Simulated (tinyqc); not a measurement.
What moves the results: optical transitions of a finite quantum well. A value that a table varies takes the place of the one given here.

Each carrier sees a square well of width L with its own depth V and masses m (inside), mb (outside); c = hbar^2/2m0, k = sqrt(m E/c), kappa = sqrt(mb (V - E)/c), and level n solves k L + 2 atan[(k/m)/(kappa/mb)] = n pi. The envelope is cos(kz) for odd n and sin(kz) for even n inside, joins exp(-kappa (|z| - L/2)) outside, and is normalised to 1. Excitons and band mixing are left out.

Constants: hbar^2/2m0 = 3.80998211 eV angstrom^2; e^2/(4 pi eps0) = 14.39964547 eV angstrom; hc = 1239.841984 eV nm.

Inputs chosen for the exercise (near those of a GaAs well in AlGaAs; shifted at random, so the results belong to these values and not to a real crystal): L = 153 angstrom (well width); Vc = 0.121 eV (conduction offset); me = 0.0688 m0 (electron, well); meb = 0.0795 m0 (electron, barrier); eps = 11.6 (background dielectric constant); Nss = (0.046, 0.12, 0.23, 0.46, 0.69, 0.92, 1.4) x 1e12/cm^2 (sheet densities); Eg = 1.502 eV (gap of the well); Vv = 0.067 eV (valence offset); mh = 0.341 m0 (heavy hole along z, well); mhb = 0.395 m0 (heavy hole, barrier); ml = 0.0869 m0 (light hole along z, well); mlb = 0.1068 m0 (light hole, barrier); Ls = (44, 52, 72, 87, 120, 142, 202) angstrom (widths).

## Depolarisation shift

The collective line lies at E12 sqrt(1 + a), a = 8 pi q (n1 - n2) S/(eps E12), q = e^2/(4 pi eps0), S = integral over z of (integral up to z of psi_1 psi_2)^2. Zero temperature with the mass me in both subbands: n1 - n2 = Ns until Ns reaches D E12, D = me/(2 pi c), and D E12 beyond. 1e12/cm^2 = 1e-4/angstrom^2; exchange and the static band bending by the charge are left out.

Line position:

| Ns (1e12/cm^2) | n1 - n2 | a | line (meV) | shift (meV) |
|---|---|---|---|---|
| 0.046 | 0.046 | 0.0406 | 40.60 | 0.80 |
| 0.12 | 0.120 | 0.1060 | 41.85 | 2.06 |
| 0.23 | 0.230 | 0.2031 | 43.65 | 3.85 |
| 0.46 | 0.460 | 0.4061 | 47.19 | 7.39 |
| 0.69 | 0.690 | 0.6092 | 50.49 | 10.69 |
| 0.92 | 0.920 | 0.8123 | 53.58 | 13.78 |
| 1.4 | 1.144 | 1.0099 | 56.42 | 16.62 |

S = 11.263 angstrom
E12 = 39.80 meV

The upward shift grows from 0.80 to 16.62 meV, 41.8 % of E12 at most. It stops moving once e2 starts to fill, at Ns = 1.14 e12/cm^2. For small a the shift is a E12/2, linear in Ns; in the last row that rule gives 20.10 meV. S/L = 0.0736, against 5/(9 pi^2) = 0.0563 for hard walls.

## Width of the well

Edge wavelength hc/(Eg + e1 + hh1), squared e1-hh1 overlap, lh1 - hh1, and the 1-2 intersubband energy with f_12 = (m1/c) E12 z_12^2, 1/m1 = <1|1/m|1> (dash: e2 unbound).

Results:

| L (angstrom) | edge (nm) | overlap^2 | lh1 - hh1 (meV) | E12 (meV) | f_12 |
|---|---|---|---|---|---|
| 44 | 782.4 | 0.9331 | 18.1 | - | - |
| 52 | 788.5 | 0.9459 | 17.2 | - | - |
| 72 | 799.4 | 0.9656 | 14.2 | 81.6 | 0.553 |
| 87 | 804.8 | 0.9740 | 12.1 | 76.0 | 0.938 |
| 120 | 812.1 | 0.9843 | 8.6 | 55.1 | 0.987 |
| 142 | 815.1 | 0.9881 | 7.0 | 44.2 | 0.982 |
| 202 | 819.5 | 0.9935 | 4.4 | 26.2 | 0.970 |

The edge tunes from 782 to 819 nm, towards hc/Eg = 825 nm, while the overlap goes from 0.933 to 0.993. e2 binds at L = pi sqrt(c/(me Vc)) = 67.2 angstrom; f_12 starts from zero there and is 0.553 at 72 angstrom, the rest going to the continuum; among the widths listed it peaks at 0.987 (120 angstrom) and is 0.970 in the widest well, against 0.961 for hard walls.

## What each parameter does

Edge wavelength hc/(Eg + e1 + hh1), squared overlap of e1 and hh1, and the confinement energies. Each row changes one parameter from the base and keeps the others.

Results:

| case | edge (nm) | overlap^2 | e1 (meV) | hh1 (meV) |
|---|---|---|---|---|
| base | 816.2 | 0.9895 | 13.7 | 3.4 |
| L = 168 angstrom | 817.4 | 0.9910 | 11.9 | 2.9 |
| Eg = 1.532 eV | 800.4 | 0.9895 | 13.7 | 3.4 |
| Vc = 0.139 eV | 815.9 | 0.9926 | 14.2 | 3.4 |
| Vv = 0.054 eV | 816.2 | 0.9929 | 13.7 | 3.3 |
| me = 0.0757 m0 | 816.6 | 0.9922 | 13.0 | 3.4 |
| mh = 0.29 m0 | 816.0 | 0.9928 | 13.7 | 3.8 |
| meb = 0.0954 m0 | 816.5 | 0.9883 | 13.2 | 3.4 |

The largest shifts from the base row, up to three for each result and ties (the steps differ in size, so this ranks the rows, not the parameters). edge (nm): Eg -15.8, L +1.3, me +0.4; unchanged at the printed digits by Vv. overlap^2: Vv +0.0034, mh +0.0033, Vc +0.0031; unchanged at the printed digits by Eg. e1 (meV): L -1.8, me -0.7, meb -0.5; unchanged at the printed digits by Eg, Vv and mh. hh1 (meV): L -0.5, mh +0.4, Vv -0.1; unchanged at the printed digits by Eg, Vc, me and meb.

(tinyqc, `OMP_NUM_THREADS=1 python tinyqc.py 1282447 1282448 out.jsonl`, Intel(R) Xeon(R) Processor @ 2.30GHz, 1 thread, shared host, about 0.09 s.)
